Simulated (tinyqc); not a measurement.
Plane-wave Kohn-Sham cycle with exchange-only LDA in a layered model solid, step by step. One step of it, computed by the program tinyqc.

Question. Iteration 2: Hamiltonian at one k. H(m,m') = (k + G_m)^2/2 delta + V(G_m - G_m'), with V(-G) = V(G).

A solid whose potential varies along x alone (atomic units):
```
parameter                      value
period a                   11.100000
cross-section of the cell  34.000000
electrons per cell                 2
grid points                       16
plane waves -n..n, n               3
k points                           2
V1 in V1 cos(2 pi x/a)     -0.460000
```

V(G_m), m = 0, 1, 2, ... (hartree): -0.170263  -0.211056  -0.000416  -0.001838  -0.000133  0.000259  0.000101

k = 0.250000 2 pi / a

Give: H.

Answer.

H (hartree), lower triangle:
```
         -3       -2       -1       +0       +1       +2      +3
-3   1.0413
-2  -0.2111   0.3204
-1  -0.0004  -0.2111  -0.0801
+0  -0.0018  -0.0004  -0.2111  -0.1603
+1  -0.0001  -0.0018  -0.0004  -0.2111   0.0801
+2   0.0003  -0.0001  -0.0018  -0.0004  -0.2111   0.6408
+3   0.0001   0.0003  -0.0001  -0.0018  -0.0004  -0.2111  1.5219
```
